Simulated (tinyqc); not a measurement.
Inside a calculation (part 1 of 2). Method: RHF in the sto-3g basis, for BeH2, spin multiplicity 1. Computed by tinyqc, a small Python program that keeps every step (integrals from PySCF). Settings: charge = 0, multiplicity = 1, basis = sto-3g, energy threshold = 1e-09, iteration cap = 52, orthogonalisation = canonical, start = atomic densities, DIIS depth = 0, damping = 0.7, method = RHF. Command: `OMP_NUM_THREADS=1 python tinyqc.py 29052 29053 out.jsonl` (the two numbers bound the seeds that draw the settings). One thread of a shared host (Intel(R) Xeon(R) Processor @ 2.60GHz), about 0.1 s of CPU time with the checks. Later iterations appear only in the table of the cycle.

## One-electron integrals

Geometry (angstrom):
```
atom        x         y        z
Be    0.00000   0.00000  0.00000
H     0.00000   1.45700  0.17900
H     0.00000  -1.49000  0.18300
```

Basis sto-3g: exponents (1/bohr^2) and contraction coefficients of normalised primitives:
```
element  l (shell)  exponent  coefficient
Be           s (1)  30.16787      0.15433
Be           s (1)   5.49512      0.53533
Be           s (1)   1.48719      0.44463
Be           s (2)   1.31483     -0.09997
Be           s (2)   0.30554      0.39951
Be           s (2)   0.09937      0.70012
Be           p (3)   1.31483      0.15592
Be           p (3)   0.30554      0.60768
Be           p (3)   0.09937      0.39196
H            s (1)   3.42525      0.15433
H            s (1)   0.62391      0.53533
H            s (1)   0.16886      0.44463
```

Overlap, kinetic and nuclear-attraction integrals over the contracted functions; the nuclear repulsion is the sum of Za Zb / Rab.

nuclear repulsion = 3.0315242 hartree

overlap S, order 1Be 1s, 1Be 2s, 1Be 2px, 1Be 2py, 1Be 2pz, 2H 1s, 3H 1s:
$$\begin{pmatrix}
1.00000 & 0.25952 & 0.00000 & 0.00000 & 0.00000 & 0.05244 & 0.04875 \\
0.25952 & 1.00000 & 0.00000 & 0.00000 & 0.00000 & 0.40927 & 0.39650 \\
0.00000 & 0.00000 & 1.00000 & 0.00000 & 0.00000 & 0.00000 & 0.00000 \\
0.00000 & 0.00000 & 0.00000 & 1.00000 & 0.00000 & 0.48367 & -0.47306 \\
0.00000 & 0.00000 & 0.00000 & 0.00000 & 1.00000 & 0.05942 & 0.05810 \\
0.05244 & 0.40927 & 0.00000 & 0.48367 & 0.05942 & 1.00000 & 0.02041 \\
0.04875 & 0.39650 & 0.00000 & -0.47306 & 0.05810 & 0.02041 & 1.00000
\end{pmatrix}$$

kinetic energy T (hartree), order 1Be 1s, 1Be 2s, 1Be 2px, 1Be 2py, 1Be 2pz, 2H 1s, 3H 1s:
$$\begin{pmatrix}
6.69397 & -0.03301 & 0.00000 & 0.00000 & 0.00000 & -0.01403 & -0.01327 \\
-0.03301 & 0.21111 & 0.00000 & 0.00000 & 0.00000 & 0.05081 & 0.04658 \\
0.00000 & 0.00000 & 0.66059 & 0.00000 & 0.00000 & 0.00000 & 0.00000 \\
0.00000 & 0.00000 & 0.00000 & 0.66059 & 0.00000 & 0.15205 & -0.14237 \\
0.00000 & 0.00000 & 0.00000 & 0.00000 & 0.66059 & 0.01868 & 0.01749 \\
-0.01403 & 0.05081 & 0.00000 & 0.15205 & 0.01868 & 0.76003 & -0.00709 \\
-0.01327 & 0.04658 & 0.00000 & -0.14237 & 0.01749 & -0.00709 & 0.76003
\end{pmatrix}$$

nuclear attraction V (hartree), order 1Be 1s, 1Be 2s, 1Be 2px, 1Be 2py, 1Be 2pz, 2H 1s, 3H 1s:
$$\begin{pmatrix}
-15.27408 & -2.08428 & 0.00000 & -0.00065 & -0.00358 & -0.41950 & -0.38975 \\
-2.08428 & -2.99541 & 0.00000 & -0.00374 & -0.03205 & -1.15477 & -1.10717 \\
0.00000 & 0.00000 & -2.91014 & 0.00000 & 0.00000 & 0.00000 & 0.00000 \\
-0.00065 & -0.00374 & 0.00000 & -3.10781 & -0.00044 & -1.33178 & 1.28758 \\
-0.00358 & -0.03205 & 0.00000 & -0.00044 & -2.91312 & -0.16669 & -0.16111 \\
-0.41950 & -1.15477 & 0.00000 & -1.33178 & -0.16669 & -2.84143 & -0.06743 \\
-0.38975 & -1.10717 & 0.00000 & 1.28758 & -0.16111 & -0.06743 & -2.81051
\end{pmatrix}$$

core Hamiltonian H = T + V (hartree), order 1Be 1s, 1Be 2s, 1Be 2px, 1Be 2py, 1Be 2pz, 2H 1s, 3H 1s:
$$\begin{pmatrix}
-8.58011 & -2.11729 & 0.00000 & -0.00065 & -0.00358 & -0.43353 & -0.40302 \\
-2.11729 & -2.78430 & 0.00000 & -0.00374 & -0.03205 & -1.10396 & -1.06059 \\
0.00000 & 0.00000 & -2.24955 & 0.00000 & 0.00000 & 0.00000 & 0.00000 \\
-0.00065 & -0.00374 & 0.00000 & -2.44722 & -0.00044 & -1.17973 & 1.14521 \\
-0.00358 & -0.03205 & 0.00000 & -0.00044 & -2.25253 & -0.14801 & -0.14362 \\
-0.43353 & -1.10396 & 0.00000 & -1.17973 & -0.14801 & -2.08140 & -0.07452 \\
-0.40302 & -1.06059 & 0.00000 & 1.14521 & -0.14362 & -0.07452 & -2.05048
\end{pmatrix}$$

## Two-electron integrals

Functions are numbered as in S; the eight-fold symmetry (ij|kl) = (ji|kl) = (kl|ij) leaves the list below.

Two-electron integrals (ij|kl) in chemists' order, unique and non-zero (hartree):
```
(11|11) 2.29883     (21|11) 0.39204     (21|21) 0.07954     (22|11) 0.57099
(22|21) 0.14304     (22|22) 0.41768     (31|31) 0.01461     (32|31) 0.02189
(32|32) 0.09226     (33|11) 0.56958     (33|21) 0.14308     (33|22) 0.41759
(33|33) 0.44986     (41|41) 0.01461     (42|41) 0.02189     (42|42) 0.09226
(43|43) 0.02425     (44|11) 0.56958     (44|21) 0.14308     (44|22) 0.41759
(44|33) 0.40136     (44|44) 0.44986     (51|51) 0.01461     (52|51) 0.02189
(52|52) 0.09226     (53|53) 0.02425     (54|54) 0.02425     (55|11) 0.56958
(55|21) 0.14308     (55|22) 0.41759     (55|33) 0.40136     (55|44) 0.40136
(55|55) 0.44986     (61|11) 0.07824     (61|21) 0.01587     (61|22) 0.02877
(61|33) 0.02857     (61|41) 0.00139     (61|42) 0.00263     (61|44) 0.02919
(61|51) 0.00017     (61|52) 0.00032     (61|54) 0.00008     (61|55) 0.02858
(61|61) 0.00332     (62|11) 0.19149     (62|21) 0.04868     (62|22) 0.15507
(62|33) 0.14917     (62|41) 0.00633     (62|42) 0.03894     (62|44) 0.16647
(62|51) 0.00078     (62|52) 0.00478     (62|54) 0.00213     (62|55) 0.14943
(62|61) 0.01074     (62|62) 0.08599     (63|31) 0.00445     (63|32) 0.02087
(63|43) 0.00673     (63|53) 0.00083     (63|63) 0.00786     (64|11) 0.20455
(64|21) 0.05263     (64|22) 0.17581     (64|33) 0.16539     (64|41) 0.01026
(64|42) 0.06042     (64|44) 0.19621     (64|51) 0.00071     (64|52) 0.00486
(64|54) 0.00296     (64|55) 0.16565     (64|61) 0.01213     (64|62) 0.11085
(64|64) 0.14758     (65|11) 0.02513     (65|21) 0.00647     (65|22) 0.02160
(65|33) 0.02032     (65|41) 0.00071     (65|42) 0.00486     (65|44) 0.02245
(65|51) 0.00454     (65|52) 0.02147     (65|54) 0.00699     (65|55) 0.02200
(65|61) 0.00149     (65|62) 0.01362     (65|64) 0.01717     (65|65) 0.00997
(66|11) 0.35849     (66|21) 0.09277     (66|22) 0.33131     (66|33) 0.30733
(66|41) 0.01408     (66|42) 0.11210     (66|44) 0.37793     (66|51) 0.00173
(66|52) 0.01377     (66|54) 0.00867     (66|55) 0.30840     (66|61) 0.02099
(66|62) 0.23375     (66|64) 0.31978     (66|65) 0.03929     (66|66) 0.77461
(71|11) 0.07272     (71|21) 0.01475     (71|22) 0.02675     (71|33) 0.02656
(71|41) -0.00129    (71|42) -0.00244    (71|44) 0.02713     (71|51) 0.00016
(71|52) 0.00030     (71|54) -0.00007    (71|55) 0.02657     (71|61) 0.00282
(71|62) 0.00844     (71|64) 0.00880     (71|65) 0.00118     (71|66) 0.01591
(71|71) 0.00287     (72|11) 0.18309     (72|21) 0.04657     (72|22) 0.14902
(72|33) 0.14329     (72|41) -0.00604    (72|42) -0.03765    (72|44) 0.16009
(72|51) 0.00074     (72|52) 0.00462     (72|54) -0.00206    (72|55) 0.14355
(72|61) 0.00869     (72|62) 0.04285     (72|64) 0.04435     (72|65) 0.00671
(72|66) 0.08596     (72|71) 0.00955     (72|72) 0.08040     (73|31) 0.00419
(73|32) 0.01982     (73|43) -0.00645    (73|53) 0.00079     (73|63) 0.00305
(73|73) 0.00720     (74|11) -0.19746    (74|21) -0.05083    (74|22) -0.17048
(74|33) -0.16038    (74|41) 0.00977     (74|42) 0.05832     (74|44) -0.19024
(74|51) -0.00069    (74|52) -0.00473    (74|54) 0.00288     (74|55) -0.16064
(74|61) -0.00916    (74|62) -0.04491    (74|64) -0.04497    (74|65) -0.00692
(74|66) -0.08930    (74|71) -0.01087    (74|72) -0.10442    (74|74) 0.13984
(75|11) 0.02425     (75|21) 0.00624     (75|22) 0.02094     (75|33) 0.01970
(75|41) -0.00069    (75|42) -0.00473    (75|44) 0.02178     (75|51) 0.00427
(75|52) 0.02040     (75|54) -0.00671    (75|55) 0.02131     (75|61) 0.00123
(75|62) 0.00675     (75|64) 0.00689     (75|65) 0.00408     (75|66) 0.01383
(75|71) 0.00134     (75|72) 0.01282     (75|74) -0.01629    (75|75) 0.00921
(76|11) 0.01256     (76|21) 0.00311     (76|22) 0.00886     (76|33) 0.00871
(76|41) -4.55e-06   (76|42) -3.32e-05   (76|44) 0.00909     (76|51) 0.00010
(76|52) 0.00050     (76|54) -2.51e-06   (76|55) 0.00876     (76|61) 0.00063
(76|62) 0.00338     (76|64) 0.00388     (76|65) 0.00059     (76|66) 0.00742
(76|71) 0.00059     (76|72) 0.00329     (76|74) -0.00382    (76|75) 0.00057
(76|76) 0.00019     (77|11) 0.35080     (77|21) 0.09081     (77|22) 0.32616
(77|33) 0.30265     (77|41) -0.01354    (77|42) -0.10990    (77|44) 0.37187
(77|51) 0.00166     (77|52) 0.01350     (77|54) -0.00850    (77|55) 0.30369
(77|61) 0.01678     (77|62) 0.08829     (77|64) 0.09063     (77|65) 0.01411
(77|66) 0.17955     (77|71) 0.01907     (77|72) 0.22530     (77|74) -0.31015
(77|75) 0.03809     (77|76) 0.00742     (77|77) 0.77461
```

## Orthogonalisation

S = U s U^T; canonical form X = U s^(-1/2), so that X^T S X = 1. Each column of U has its largest component positive (the first on a tie).

eigenvalues of S: [0.31253, 0.40282, 0.93291, 1.00000, 1.01736, 1.65872, 1.67567]

X, order 1Be 1s, 1Be 2s, 1Be 2px, 1Be 2py, 1Be 2pz, 2H 1s, 3H 1s:
$$\begin{pmatrix}
-0.02633 & -0.36923 & 0.84307 & 0.00000 & -0.40911 & 0.17513 & 0.19021 \\
0.11037 & 1.12900 & -0.11586 & 0.00000 & -0.07808 & 0.35549 & 0.38964 \\
0.00000 & 0.00000 & 0.00000 & 1.00000 & 0.00000 & 0.00000 & 0.00000 \\
1.25064 & -0.09477 & -0.00264 & 0.00000 & 0.00129 & -0.40976 & 0.36972 \\
0.01394 & 0.14132 & 0.45878 & 0.00000 & 0.88068 & 0.04202 & 0.04597 \\
-0.96933 & -0.65176 & -0.25884 & 0.00000 & 0.12869 & -0.04605 & 0.51958 \\
0.82640 & -0.78601 & -0.26502 & 0.00000 & 0.13152 & 0.52349 & 0.00318
\end{pmatrix}$$

## Starting guess

The start is atomic minimal-basis densities projected into this basis (PySCF's MINAO start) and scaled to the electron count of each spin; this density is not idempotent, so its energy is not variational and may lie below the converged one.

D at the start, order 1Be 1s, 1Be 2s, 1Be 2px, 1Be 2py, 1Be 2pz, 2H 1s, 3H 1s:
$$\begin{pmatrix}
2.15317 & -0.51910 & 0.00000 & -0.00009 & 0.00278 & -0.02999 & -0.03079 \\
-0.51910 & 2.03004 & 0.00000 & 0.00061 & -0.00637 & 0.13482 & 0.13537 \\
0.00000 & 0.00000 & 0.00000 & 0.00000 & 0.00000 & 0.00000 & 0.00000 \\
-0.00009 & 0.00061 & 0.00000 & 0.00324 & 0.00000 & 0.03816 & -0.03776 \\
0.00278 & -0.00637 & 0.00000 & 0.00000 & 0.00006 & 0.00405 & 0.00398 \\
-0.02999 & 0.13482 & 0.00000 & 0.03816 & 0.00405 & 0.89624 & 0.00982 \\
-0.03079 & 0.13537 & 0.00000 & -0.03776 & 0.00398 & 0.00982 & 0.90113
\end{pmatrix}$$

## Iteration 1: building the Fock matrix

J_ij = sum D_kl (ij|kl), K_ij = sum D_kl (ik|jl); F = H + J - 0.5 K; E = tr D H + tr D J / 2 - 0.25 tr D K + E_nn.

Coulomb J (hartree), order 1Be 1s, 1Be 2s, 1Be 2px, 1Be 2py, 1Be 2pz, 2H 1s, 3H 1s:
$$\begin{pmatrix}
6.46439 & 1.24927 & 0.00000 & 0.00055 & 0.00342 & 0.25097 & 0.23314 \\
1.24927 & 2.62666 & 0.00000 & 0.00204 & 0.02703 & 1.01186 & 0.97258 \\
0.00000 & 0.00000 & 2.57596 & 0.00000 & 0.00000 & 0.00000 & 0.00000 \\
0.00055 & 0.00204 & 0.00000 & 2.71556 & 0.00014 & 1.16717 & -1.13190 \\
0.00342 & 0.02703 & 0.00000 & 0.00014 & 2.57807 & 0.14628 & 0.14180 \\
0.25097 & 1.01186 & 0.00000 & 1.16717 & 0.14628 & 2.32117 & 0.05747 \\
0.23314 & 0.97258 & 0.00000 & -1.13190 & 0.14180 & 0.05747 & 2.29658
\end{pmatrix}$$

exchange K (hartree), order 1Be 1s, 1Be 2s, 1Be 2px, 1Be 2py, 1Be 2pz, 2H 1s, 3H 1s:
$$\begin{pmatrix}
4.70921 & 0.82402 & 0.00000 & 0.00141 & 0.00374 & 0.18412 & 0.17081 \\
0.82402 & 1.10360 & 0.00000 & 0.00671 & 0.02956 & 0.58902 & 0.56817 \\
0.00000 & 0.00000 & 0.22119 & 0.00000 & 0.00000 & 0.00000 & 0.00000 \\
0.00141 & 0.00671 & 0.00000 & 0.51514 & 0.00081 & 0.40540 & -0.39372 \\
0.00374 & 0.02956 & 0.00000 & 0.00081 & 0.22561 & 0.05100 & 0.04961 \\
0.18412 & 0.58902 & 0.00000 & 0.40540 & 0.05100 & 0.95264 & 0.11603 \\
0.17081 & 0.56817 & 0.00000 & -0.39372 & 0.04961 & 0.11603 & 0.94209
\end{pmatrix}$$

Fock matrix F (hartree), order 1Be 1s, 1Be 2s, 1Be 2px, 1Be 2py, 1Be 2pz, 2H 1s, 3H 1s:
$$\begin{pmatrix}
-4.47032 & -1.28003 & 0.00000 & -0.00081 & -0.00203 & -0.27463 & -0.25528 \\
-1.28003 & -0.70944 & 0.00000 & -0.00506 & -0.01980 & -0.38661 & -0.37209 \\
0.00000 & 0.00000 & 0.21582 & 0.00000 & 0.00000 & 0.00000 & 0.00000 \\
-0.00081 & -0.00506 & 0.00000 & 0.01078 & -0.00071 & -0.21526 & 0.21017 \\
-0.00203 & -0.01980 & 0.00000 & -0.00071 & 0.21273 & -0.02723 & -0.02662 \\
-0.27463 & -0.38661 & 0.00000 & -0.21526 & -0.02723 & -0.23655 & -0.07506 \\
-0.25528 & -0.37209 & 0.00000 & 0.21017 & -0.02662 & -0.07506 & -0.22495
\end{pmatrix}$$

total energy of this density = -15.3293835 hartree

This density is the starting one; it is not idempotent, so its energy is not variational and may lie below the converged one.

## Iteration 1: diagonalisation and new density

Diagonalise F' = X^T F X, C = X C', fill 3 alpha and 3 beta electrons from the bottom; D = 2 C_occ C_occ^T; the new density keeps 0.7 of the old one (damping). Each column has its largest component positive (the first on a tie).

F' = X^T F X (hartree):
$$\begin{pmatrix}
0.72394 & -0.03062 & 0.03010 & 0.00000 & -0.01206 & -0.08417 & 0.08721 \\
-0.03062 & 0.20104 & 0.55013 & 0.00000 & -0.24428 & 0.13335 & 0.12997 \\
0.03010 & 0.55013 & -2.73262 & 0.00000 & 1.55769 & -0.94202 & -1.03343 \\
0.00000 & 0.00000 & 0.00000 & 0.21582 & 0.00000 & 0.00000 & 0.00000 \\
-0.01206 & -0.24428 & 1.55769 & 0.00000 & -0.61603 & 0.53125 & 0.58297 \\
-0.08417 & 0.13335 & -0.94202 & 0.00000 & 0.53125 & -0.70906 & -0.53817 \\
0.08721 & 0.12997 & -1.03343 & 0.00000 & 0.58297 & -0.53817 & -0.81928
\end{pmatrix}$$

orbital energies (hartree): MO1 -4.47410, MO2 -0.48966, MO3 -0.23842, MO4 0.19727, MO5 0.21582, MO6 0.31190, MO7 0.74102

coefficients C, order 1Be 1s, 1Be 2s, 1Be 2px, 1Be 2py, 1Be 2pz, 2H 1s, 3H 1s:
$$\begin{pmatrix}
0.99122 & -0.23409 & -0.00222 & 0.09444 & 0.00000 & -0.18908 & -0.00490 \\
0.03286 & 0.66763 & 0.01203 & -0.45276 & 0.00000 & 0.96484 & 0.04107 \\
0.00000 & 0.00000 & 0.00000 & 0.00000 & 1.00000 & 0.00000 & 0.00000 \\
0.00015 & 0.00564 & -0.39074 & 0.00558 & 0.00000 & -0.02160 & 1.31320 \\
0.00077 & 0.01638 & 0.00005 & 0.88402 & 0.00000 & 0.47783 & 0.00690 \\
-0.00194 & 0.34494 & -0.48561 & 0.28878 & 0.00000 & -0.71986 & -0.87387 \\
-0.00214 & 0.32926 & 0.50212 & 0.29382 & 0.00000 & -0.74077 & 0.81653
\end{pmatrix}$$

D after iteration 1, order 1Be 1s, 1Be 2s, 1Be 2px, 1Be 2py, 1Be 2pz, 2H 1s, 3H 1s:
$$\begin{pmatrix}
2.12962 & -0.43761 & 0.00000 & -0.00025 & 0.00010 & -0.06995 & -0.06974 \\
-0.43761 & 1.68920 & 0.00000 & -0.00013 & 0.00212 & 0.22900 & 0.23024 \\
0.00000 & 0.00000 & 0.00000 & 0.00000 & 0.00000 & 0.00000 & 0.00000 \\
-0.00025 & -0.00013 & 0.00000 & 0.09390 & 0.00005 & 0.14173 & -0.14304 \\
0.00010 & 0.00212 & 0.00000 & 0.00005 & 0.00021 & 0.00621 & 0.00604 \\
-0.06995 & 0.22900 & 0.00000 & 0.14173 & 0.00621 & 0.84025 & -0.07128 \\
-0.06974 & 0.23024 & 0.00000 & -0.14304 & 0.00604 & -0.07128 & 0.84712
\end{pmatrix}$$

## Iteration 2: building the Fock matrix

As before.

Coulomb J (hartree), order 1Be 1s, 1Be 2s, 1Be 2px, 1Be 2py, 1Be 2pz, 2H 1s, 3H 1s:
$$\begin{pmatrix}
6.43322 & 1.24388 & 0.00000 & 0.00056 & 0.00410 & 0.25001 & 0.23225 \\
1.24388 & 2.62006 & 0.00000 & 0.00197 & 0.03081 & 1.01447 & 0.97536 \\
0.00000 & 0.00000 & 2.56414 & 0.00000 & 0.00000 & 0.00000 & 0.00000 \\
0.00056 & 0.00197 & 0.00000 & 2.71942 & 0.00013 & 1.17315 & -1.13804 \\
0.00410 & 0.03081 & 0.00000 & 0.00013 & 2.56634 & 0.14739 & 0.14291 \\
0.25001 & 1.01447 & 0.00000 & 1.17315 & 0.14739 & 2.33770 & 0.05743 \\
0.23225 & 0.97536 & 0.00000 & -1.13804 & 0.14291 & 0.05743 & 2.31384
\end{pmatrix}$$

exchange K (hartree), order 1Be 1s, 1Be 2s, 1Be 2px, 1Be 2py, 1Be 2pz, 2H 1s, 3H 1s:
$$\begin{pmatrix}
4.68680 & 0.81860 & 0.00000 & 0.00100 & 0.00282 & 0.17847 & 0.16569 \\
0.81860 & 1.04094 & 0.00000 & 0.00663 & 0.03739 & 0.58522 & 0.56591 \\
0.00000 & 0.00000 & 0.20361 & 0.00000 & 0.00000 & 0.00000 & 0.00000 \\
0.00100 & 0.00663 & 0.00000 & 0.62076 & 0.00082 & 0.47401 & -0.46271 \\
0.00282 & 0.03739 & 0.00000 & 0.00082 & 0.20819 & 0.05344 & 0.05197 \\
0.17847 & 0.58522 & 0.00000 & 0.47401 & 0.05344 & 1.00239 & 0.08124 \\
0.16569 & 0.56591 & 0.00000 & -0.46271 & 0.05197 & 0.08124 & 0.99267
\end{pmatrix}$$

Fock matrix F (hartree), order 1Be 1s, 1Be 2s, 1Be 2px, 1Be 2py, 1Be 2pz, 2H 1s, 3H 1s:
$$\begin{pmatrix}
-4.49029 & -1.28271 & 0.00000 & -0.00059 & -0.00089 & -0.27276 & -0.25362 \\
-1.28271 & -0.68471 & 0.00000 & -0.00509 & -0.01994 & -0.38210 & -0.36819 \\
0.00000 & 0.00000 & 0.21278 & 0.00000 & 0.00000 & 0.00000 & 0.00000 \\
-0.00059 & -0.00509 & 0.00000 & -0.03818 & -0.00073 & -0.24358 & 0.23853 \\
-0.00089 & -0.01994 & 0.00000 & -0.00073 & 0.20972 & -0.02734 & -0.02670 \\
-0.27276 & -0.38210 & 0.00000 & -0.24358 & -0.02734 & -0.24490 & -0.05771 \\
-0.25362 & -0.36819 & 0.00000 & 0.23853 & -0.02670 & -0.05771 & -0.23298
\end{pmatrix}$$

total energy of this density = -15.3559153 hartree

This density is a damped mixture and is not idempotent, and it still holds part of the atomic start, so its energy may lie below the converged one.

## Iteration 2: diagonalisation and new density

As before.

F' = X^T F X (hartree):
$$\begin{pmatrix}
0.73357 & -0.02942 & 0.02994 & 0.00000 & -0.01227 & -0.07228 & 0.07755 \\
-0.02942 & 0.22977 & 0.55006 & 0.00000 & -0.24830 & 0.13952 & 0.13888 \\
0.02994 & 0.55006 & -2.74545 & 0.00000 & 1.56451 & -0.94841 & -1.04021 \\
0.00000 & 0.00000 & 0.00000 & 0.21278 & 0.00000 & 0.00000 & 0.00000 \\
-0.01227 & -0.24830 & 1.56451 & 0.00000 & -0.62281 & 0.53301 & 0.58470 \\
-0.07228 & 0.13952 & -0.94841 & 0.00000 & 0.53301 & -0.72982 & -0.50961 \\
0.07755 & 0.13888 & -1.04021 & 0.00000 & 0.58470 & -0.50961 & -0.83411
\end{pmatrix}$$

orbital energies (hartree): MO1 -4.49389, MO2 -0.47378, MO3 -0.28069, MO4 0.19882, MO5 0.21278, MO6 0.33433, MO7 0.74635

coefficients C, order 1Be 1s, 1Be 2s, 1Be 2px, 1Be 2py, 1Be 2pz, 2H 1s, 3H 1s:
$$\begin{pmatrix}
0.99147 & -0.22970 & -0.00344 & 0.07976 & 0.00000 & -0.19965 & -0.00501 \\
0.03223 & 0.65150 & 0.01536 & -0.37299 & 0.00000 & 1.00894 & 0.04169 \\
0.00000 & 0.00000 & 0.00000 & 0.00000 & 1.00000 & 0.00000 & 0.00000 \\
0.00013 & 0.00800 & -0.41856 & 0.00373 & 0.00000 & -0.02194 & 1.30458 \\
0.00058 & 0.01788 & 0.00015 & 0.92170 & 0.00000 & 0.40028 & 0.00690 \\
-0.00246 & 0.35845 & -0.46622 & 0.22293 & 0.00000 & -0.73649 & -0.88435 \\
-0.00261 & 0.33897 & 0.48526 & 0.22684 & 0.00000 & -0.75969 & 0.82666
\end{pmatrix}$$

D after iteration 2, order 1Be 1s, 1Be 2s, 1Be 2px, 1Be 2py, 1Be 2pz, 2H 1s, 3H 1s:
$$\begin{pmatrix}
2.11220 & -0.37698 & 0.00000 & -0.00034 & -0.00205 & -0.09887 & -0.09809 \\
-0.37698 & 1.43787 & 0.00000 & -0.00082 & 0.00848 & 0.29608 & 0.29809 \\
0.00000 & 0.00000 & 0.00000 & 0.00000 & 0.00000 & 0.00000 & 0.00000 \\
-0.00034 & -0.00082 & 0.00000 & 0.17088 & 0.00008 & 0.21801 & -0.22037 \\
-0.00205 & 0.00848 & 0.00000 & 0.00008 & 0.00034 & 0.00815 & 0.00791 \\
-0.09887 & 0.29608 & 0.00000 & 0.21801 & 0.00815 & 0.79569 & -0.11273 \\
-0.09809 & 0.29809 & 0.00000 & -0.22037 & 0.00791 & -0.11273 & 0.80321
\end{pmatrix}$$
